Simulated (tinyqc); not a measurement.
# Schottky barrier on an n-type semiconductor with a surface-enhanced doping, non-linear Poisson equation by Newton steps, step by step

Program tinyqc, `OMP_NUM_THREADS=1 python tinyqc.py 2020141 2020142 out.jsonl`; Intel Xeon 2.30GHz, shared host, one thread, about 0.2 s. Printed values are rounded; ~0 in a residual or rate marks an entry under 1e-11 of the largest of its column.

One dimension, metal at x = 0, donor density C(x) = Nd + N0 exp(-x/Ls). Energies are counted from the electron Fermi level of the semiconductor and the conduction-band edge is Ec = -psi, so n = Nc exp(psi/Vt); holes follow the Fermi level of the metal, at -V, so p = Nv exp((V - psi - Eg)/Vt). Ends: psi(0) = V - phiB and psi = Vt ln(Nd/Nc) deep inside. Boltzmann statistics, full ionisation, no current, no image force in the Poisson equation.

Inputs (values chosen for the exercise); band and dielectric values close to those of gallium phosphide:
- T = 400 K (temperature)
- Eg = 2.23 eV (band gap)
- eps_r = 11.1 (relative permittivity)
- Nc = 2.73e19 cm^-3 (conduction-band density of states at T)
- Nv = 2.89e19 cm^-3 (valence-band density of states at T)
- Nd = 3.1e15 cm^-3 (donor density deep in the semiconductor)
- phiB = 1.24 eV (barrier height)
- V = -2.5 V (bias of the metal against the semiconductor)
- N0 = 2.3e16 cm^-3 (extra donor density at the surface)
- Ls = 430 nm (decay length)

Constants: q = 1.602176634e-19 C, kB = 1.380649e-23 J/K, Vt = kB T/q, eps0 = 8.8541878128e-14 F/cm where lengths are in cm. Results are converted to the units shown.

## End potentials, built-in voltage, Debye length

psi_0 = V - phiB, psi_b = Vt ln(Nd/Nc), Vbi = phiB - Vt ln(Nc/Nd), LD = sqrt(eps0 eps_r Vt/(q Nd)), W = sqrt(2 eps0 eps_r (Vbi - V)/(q Nd)), hole density at the metal p_0 = Nv exp((phiB - Eg)/Vt).

psi_0 = -3.74 V
psi_b = -0.3130932 V
Vbi = 0.9269068 V
LD = 82.58787 nm
W for uniform Nd = 1164.571 nm
p_0 = 9.715090e6 cm^-3

The hole density at the metal is 3.1e-9 times Nd, so holes hardly matter.

## Doping on the mesh

| node | x (nm) |
|---|---|
| 0 | 0 |
| 1 | 140 |
| 2 | 304 |
| 3 | 495 |
| 4 | 720 |
| 5 | 982 |
| 6 | 1290 |
| 7 | 1650 |
| 8 | 2070 |
| 9 | 2560 |
| 10 | 3140 |
| 11 | 3810 |
| 12 | 4600 |
| 13 | 5520 |
| 14 | 6600 |

C = Nd + N0 exp(-x/Ls), taken at the nodes.

| node | donor density C (cm^-3) |
|---|---|
| 0 | 2.61e16 |
| 1 | 1.970847e16 |
| 2 | 1.444205e16 |
| 3 | 1.037418e16 |
| 4 | 7.410594e15 |
| 5 | 5.443799e15 |
| 6 | 4.245103e15 |
| 7 | 3.595734e15 |
| 8 | 3.286661e15 |
| 9 | 3.159726e15 |
| 10 | 3.115501e15 |
| 11 | 3.103263e15 |
| 12 | 3.100520e15 |
| 13 | 3.100061e15 |
| 14 | 3.100005e15 |

## Couplings between neighbouring nodes

a_i = eps0 eps_r/h_i for the interval from node i to i + 1, with h_i = x_(i+1) - x_i in cm.

| interval | coupling a_i (F/cm^2) |
|---|---|
| 0 | 7.020106e-8 |
| 1 | 5.992773e-8 |
| 2 | 5.145627e-8 |
| 3 | 4.368066e-8 |
| 4 | 3.751202e-8 |
| 5 | 3.190957e-8 |
| 6 | 2.730041e-8 |
| 7 | 2.340035e-8 |
| 8 | 2.005745e-8 |
| 9 | 1.694508e-8 |
| 10 | 1.466888e-8 |
| 11 | 1.244069e-8 |
| 12 | 1.068277e-8 |
| 13 | 9.100137e-9 |

## Starting potential

The parabola psi_b - (psi_b - psi_0)(1 - x/W)^2 for x < W and psi_b beyond, with psi_0 = V - phiB, psi_b = Vt ln(Nd/Nc), W = sqrt(2 eps0 eps_r (psi_b - psi_0)/(q Nd)).

| node | psi at the start (V) |
|---|---|
| 0 | -3.740000 |
| 1 | -2.965588 |
| 2 | -2.184395 |
| 3 | -1.445920 |
| 4 | -0.812498 |
| 5 | -0.397317 |
| 6 | -0.313093 |
| 7 | -0.313093 |
| 8 | -0.313093 |
| 9 | -0.313093 |
| 10 | -0.313093 |
| 11 | -0.313093 |
| 12 | -0.313093 |
| 13 | -0.313093 |
| 14 | -0.313093 |

## Iteration 1: densities, residual and Jacobian diagonal

n_i = Nc exp(psi_i/Vt), p_i = Nv exp((V - psi_i - Eg)/Vt), rho_i = p_i - n_i + C_i, g_i = (n_i + p_i)/Vt. Box widths w_i = (h_(i-1) + h_i)/2 in cm. Residual F_i = a_i (psi_(i+1) - psi_i) - a_(i-1) (psi_i - psi_(i-1)) + q rho_i w_i; Jacobian: a_(i-1) and a_i beside the diagonal, b_i = -a_(i-1) - a_i - q g_i w_i on it. The two end nodes are fixed.

| node | n (cm^-3) | p (cm^-3) |
|---|---|---|
| 0 | 2.061753e-28 | 9.715090e6 |
| 1 | 1.178703e-18 | 0.001699336 |
| 2 | 8.203541e-9 | 2.441643e-13 |
| 3 | 16.53368 | 1.211473e-22 |
| 4 | 1.581760e9 | 1.266319e-30 |
| 5 | 2.692720e14 | 7.438618e-36 |
| 6 | 3.1e15 | 6.461328e-37 |
| 7 | 3.1e15 | 6.461328e-37 |
| 8 | 3.1e15 | 6.461328e-37 |
| 9 | 3.1e15 | 6.461328e-37 |
| 10 | 3.1e15 | 6.461328e-37 |
| 11 | 3.1e15 | 6.461328e-37 |
| 12 | 3.1e15 | 6.461328e-37 |
| 13 | 3.1e15 | 6.461328e-37 |
| 14 | 3.1e15 | 6.461328e-37 |

| node | residual F (C/cm^2) | diagonal b (F/cm^2) |
|---|---|---|
| 1 | 4.044675e-8 | -1.301288e-7 |
| 2 | 3.225526e-8 | -1.113840e-7 |
| 3 | 2.424141e-8 | -9.513693e-8 |
| 4 | 1.681691e-8 | -8.119286e-8 |
| 5 | 1.074121e-8 | -1.050924e-7 |
| 6 | 3.440214e-9 | -5.404765e-7 |
| 7 | 3.097591e-9 | -6.126587e-7 |
| 8 | 1.360743e-9 | -6.990754e-7 |
| 9 | 5.119468e-10 | -8.078936e-7 |
| 10 | 1.552239e-10 | -9.321876e-7 |
| 11 | 3.816893e-11 | -1.078980e-6 |
| 12 | 7.119728e-12 | -1.255108e-6 |
| 13 | 9.801873e-13 | -1.460701e-6 |

## Iteration 1: Newton step

Solve the tridiagonal system a_(i-1) d_(i-1) + b_i d_i + a_i d_(i+1) = -F_i for nodes 1 to 13, with d = 0 on fixed nodes. The full step is added.

| node | Newton step d (V) |
|---|---|
| 1 | 1.142935 |
| 2 | 1.806877 |
| 3 | 1.953278 |
| 4 | 1.570772 |
| 5 | 0.677064 |
| 6 | 0.046704 |
| 7 | 0.007221 |
| 8 | 0.002208 |
| 9 | 0.000692 |
| 10 | 0.000180 |
| 11 | 0.000038 |
| 12 | 0.000006 |
| 13 | 0.000001 |

| node | psi after iteration 1 (V) |
|---|---|
| 0 | -3.740000 |
| 1 | -1.822652 |
| 2 | -0.377518 |
| 3 | 0.507358 |
| 4 | 0.758274 |
| 5 | 0.279747 |
| 6 | -0.266390 |
| 7 | -0.305872 |
| 8 | -0.310885 |
| 9 | -0.312401 |
| 10 | -0.312914 |
| 11 | -0.313055 |
| 12 | -0.313087 |
| 13 | -0.313093 |
| 14 | -0.313093 |

## Iteration 2: densities, residual and Jacobian diagonal

As before.

| node | n (cm^-3) | p (cm^-3) |
|---|---|---|
| 0 | 2.061753e-28 | 9.715090e6 |
| 1 | 2.963162e-4 | 6.759711e-18 |
| 2 | 4.782443e14 | 4.188260e-36 |
| 3 | 6.738971e25 | 2.972281e-47 |
| 4 | 9.772193e28 | 2.049705e-50 |
| 5 | 9.137382e22 | 2.192107e-44 |
| 6 | 1.201713e16 | 1.666797e-37 |
| 7 | 3.822505e15 | 5.240050e-37 |
| 8 | 3.305082e15 | 6.060399e-37 |
| 9 | 3.162889e15 | 6.332855e-37 |
| 10 | 3.116203e15 | 6.427731e-37 |
| 11 | 3.103409e15 | 6.454229e-37 |
| 12 | 3.100545e15 | 6.460193e-37 |
| 13 | 3.100064e15 | 6.461193e-37 |
| 14 | 3.1e15 | 6.461328e-37 |

| node | residual F (C/cm^2) | diagonal b (F/cm^2) |
|---|---|---|
| 1 | ~0 | -1.301288e-7 |
| 2 | ~0 | -1.508412e-7 |
| 3 | -224.5781 | -6515.300 |
| 4 | -3.812426e5 | -1.106034e7 |
| 5 | -0.4172314 | -12.10442 |
| 6 | ~0 | -1.924837e-6 |
| 7 | ~0 | -7.436320e-7 |
| 8 | ~0 | -7.424481e-7 |
| 9 | ~0 | -8.235324e-7 |
| 10 | ~0 | -9.368947e-7 |
| 11 | ~0 | -1.080136e-6 |
| 12 | ~0 | -1.255325e-6 |
| 13 | ~0 | -1.460731e-6 |

## Iteration 2: Newton step

As before.

| node | Newton step d (V) |
|---|---|
| 1 | -0.01170991 |
| 2 | -0.02542723 |
| 3 | -0.03446933 |
| 4 | -0.03446933 |
| 5 | -0.03446933 |
| 6 | -0.01370069 |
| 7 | -0.00111986 |
| 8 | -0.00009935 |
| 9 | -0.00000898 |
| 10 | -0.00000061 |
| 11 | -0.00000003 |
| 12 | 0.00000000 |
| 13 | 0.00000000 |

| node | psi after iteration 2 (V) |
|---|---|
| 0 | -3.740000 |
| 1 | -1.834362 |
| 2 | -0.402945 |
| 3 | 0.472889 |
| 4 | 0.723804 |
| 5 | 0.245278 |
| 6 | -0.280090 |
| 7 | -0.306992 |
| 8 | -0.310984 |
| 9 | -0.312410 |
| 10 | -0.312914 |
| 11 | -0.313055 |
| 12 | -0.313087 |
| 13 | -0.313093 |
| 14 | -0.313093 |

## Iteration 3: densities, residual and Jacobian diagonal

As before.

| node | n (cm^-3) | p (cm^-3) |
|---|---|---|
| 0 | 2.061753e-28 | 9.715090e6 |
| 1 | 2.109682e-4 | 9.494378e-18 |
| 2 | 2.287077e14 | 8.757954e-36 |
| 3 | 2.479129e25 | 8.079497e-47 |
| 4 | 3.594989e28 | 5.571676e-50 |
| 5 | 3.361455e22 | 5.958763e-44 |
| 6 | 8.075692e15 | 2.480297e-37 |
| 7 | 3.700312e15 | 5.413088e-37 |
| 8 | 3.295570e15 | 6.077891e-37 |
| 9 | 3.162064e15 | 6.334506e-37 |
| 10 | 3.116148e15 | 6.427845e-37 |
| 11 | 3.103407e15 | 6.454235e-37 |
| 12 | 3.100544e15 | 6.460193e-37 |
| 13 | 3.100064e15 | 6.461193e-37 |
| 14 | 3.1e15 | 6.461328e-37 |

| node | residual F (C/cm^2) | diagonal b (F/cm^2) |
|---|---|---|
| 1 | ~0 | -1.301288e-7 |
| 2 | ~0 | -1.302533e-7 |
| 3 | -82.61765 | -2396.845 |
| 4 | -1.402513e5 | -4.068872e6 |
| 5 | -0.1534908 | -4.452969 |
| 6 | ~0 | -1.312939e-6 |
| 7 | ~0 | -7.214813e-7 |
| 8 | ~0 | -7.404364e-7 |
| 9 | ~0 | -8.233274e-7 |
| 10 | ~0 | -9.368786e-7 |
| 11 | ~0 | -1.080136e-6 |
| 12 | ~0 | -1.255325e-6 |
| 13 | ~0 | -1.460731e-6 |

## Iteration 3: Newton step

As before.

| node | Newton step d (V) |
|---|---|
| 1 | -0.00927423 |
| 2 | -0.02013833 |
| 3 | -0.03446933 |
| 4 | -0.03446933 |
| 5 | -0.03446933 |
| 6 | -0.00424500 |
| 7 | -0.00017810 |
| 8 | -0.00000577 |
| 9 | -0.00000014 |
| 10 | 0.00000000 |
| 11 | 0.00000000 |
| 12 | 0.00000000 |
| 13 | 0.00000000 |

| node | psi after iteration 3 (V) |
|---|---|
| 0 | -3.740000 |
| 1 | -1.843636 |
| 2 | -0.423083 |
| 3 | 0.438419 |
| 4 | 0.689335 |
| 5 | 0.210809 |
| 6 | -0.284335 |
| 7 | -0.307170 |
| 8 | -0.310990 |
| 9 | -0.312410 |
| 10 | -0.312914 |
| 11 | -0.313055 |
| 12 | -0.313087 |
| 13 | -0.313093 |
| 14 | -0.313093 |

## Course of the Newton iteration

Stop when the largest undamped |d| is below 1e-9 V, or after 80 iterations.

Course of the iteration:

| iteration | largest \|F\| (C/cm^2) | largest \|d\| (V) | at node |
|---|---|---|---|
| 1 | 4.04e-8 | 1.95 | 3 |
| 2 | 3.81e5 | 0.0345 | 4 |
| 3 | 1.40e5 | 0.0345 | 4 |
| 4 | 5.16e4 | 0.0345 | 4 |
| 5 | 1.90e4 | 0.0345 | 4 |
| 6 | 6980 | 0.0345 | 4 |
| 7 | 2570 | 0.0345 | 4 |
| 8 | 945 | 0.0345 | 4 |
| 9 | 348 | 0.0345 | 4 |
| ... | ... | ... | ... |
| 28 | 1.94e-6 | 0.0341 | 4 |
| 29 | 7.08e-7 | 0.0335 | 4 |
| 30 | 2.54e-7 | 0.0315 | 4 |
| 31 | 8.68e-8 | 0.0266 | 4 |
| 32 | 2.57e-8 | 0.0166 | 4 |
| 33 | 5.05e-9 | 5.11e-3 | 4 |
| 34 | 3.31e-10 | 3.84e-4 | 4 |
| 35 | 1.68e-12 | 1.98e-6 | 4 |
| 36 | 4.43e-17 | 5.20e-11 | 4 |

Converged in 36 iterations. Once the step is below 0.1 Vt, 2 more iteration(s) reach the threshold: near the solution the error is roughly squared each time.

## Converged densities, field and barrier lowering

| node | converged psi (V) |
|---|---|
| 0 | -3.740000 |
| 1 | -2.058092 |
| 2 | -0.888758 |
| 3 | -0.325089 |
| 4 | -0.285562 |
| 5 | -0.293638 |
| 6 | -0.302087 |
| 7 | -0.307852 |
| 8 | -0.311012 |
| 9 | -0.312411 |
| 10 | -0.312914 |
| 11 | -0.313055 |
| 12 | -0.313087 |
| 13 | -0.313093 |
| 14 | -0.313093 |

n and p as above; E_i = -(psi_(i+1) - psi_i)/h_i; at the metal |E_0| = |E on interval 0| + q rho_0 (h_0/2)/(eps0 eps_r), rho_0 = p_0 - n_0 + C_0; image-force lowering dphi = sqrt(q |E_0|/(4 pi eps0 eps_r)).

| node | n (cm^-3) | p (cm^-3) |
|---|---|---|
| 0 | 2.061753e-28 | 9.715090e6 |
| 1 | 3.201455e-7 | 6.256567e-15 |
| 2 | 1.731039e8 | 1.157115e-29 |
| 3 | 2.188884e15 | 9.150835e-37 |
| 4 | 6.890374e15 | 2.906971e-37 |
| 5 | 5.451103e15 | 3.674507e-37 |
| 6 | 4.266076e15 | 4.695208e-37 |
| 7 | 3.609087e15 | 5.549911e-37 |
| 8 | 3.292956e15 | 6.082716e-37 |
| 9 | 3.162003e15 | 6.334628e-37 |
| 10 | 3.116147e15 | 6.427848e-37 |
| 11 | 3.103407e15 | 6.454235e-37 |
| 12 | 3.100544e15 | 6.460193e-37 |
| 13 | 3.100064e15 | 6.461193e-37 |
| 14 | 3.1e15 | 6.461328e-37 |

| interval | field E (kV/cm) |
|---|---|
| 0 | -120.1363 |
| 1 | -71.3009 |
| 2 | -29.5115 |
| 3 | -1.7568 |
| 4 | 0.3083 |
| 5 | 0.2743 |
| 6 | 0.1601 |
| 7 | 0.0752 |
| 8 | 0.0285 |
| 9 | 0.0087 |
| 10 | 0.0021 |
| 11 | 0.0004 |
| 12 | 0.0001 |
| 13 | 0.0000 |

|E_0| at the metal = 149.9199 kV/cm
image-force lowering = 44.10056 mV

A mesh of about 1000 nodes or more gives |E_0| = 146.5 kV/cm; the 15-node value is 2.4 % above it.
